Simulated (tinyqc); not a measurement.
Carrier lifetime from Shockley-Read-Hall, radiative, Auger and surface recombination: one step, computed by the program tinyqc.

Energies are counted from the top of the valence band. Boltzmann statistics, full ionisation, and equal excess densities of electrons and holes.

Problem. Steady state under generation. With n = n_0 + dn, p = p_0 + dn and U/dn = 1/tau: (n p - n_i^2)/dn = n_0 + p_0 + dn = s; 1/tau_SRH = s/[tau_p0 (n + n1) + tau_n0 (p + p1)]; 1/tau_rad = B s; 1/tau_Aug = (C_n n + C_p p) s; the rates add, with 1/tau_s. dn solves dn/tau_eff(dn) = G (60 bisections in ln dn between 1e-2 and 1e22 cm^-3); the splitting of the quasi-Fermi levels is k_B T ln(n p/n_i^2).

Inputs (values chosen for the exercise, with bands modelled on CdS):
```
quantity                   value        unit
temperature T                250           K
radiative coefficient B  4.4e-11      cm^3/s
Auger coefficient C_n    1.9e-30      cm^6/s
Auger coefficient C_p    7.2e-32      cm^6/s
generation rate G        2.5e+22  cm^-3 s^-1
```

Doping: n-type. Surface term: two equal surfaces.

n_0 = 1.60e+14 cm^-3

p_0 = 3.681420e-28 cm^-3

tau_p0 = 7.589168e-07 s

n1 = 3.169460e-22 cm^-3

tau_n0 = 2.749576e-08 s

p1 = 1.858446e+08 cm^-3

tau_s = 1.064446e-04 s

n_i = 2.426988e-07 cm^-3

Constants: k_B = 8.617333262e-05 eV/K.

Give: steady excess density; lifetime in the steady state; quasi-Fermi splitting under G.

Solution.

steady excess density = 1.333e+16 cm^-3

lifetime in the steady state = 5.332e-07 s

quasi-Fermi splitting under G = 2.256 eV
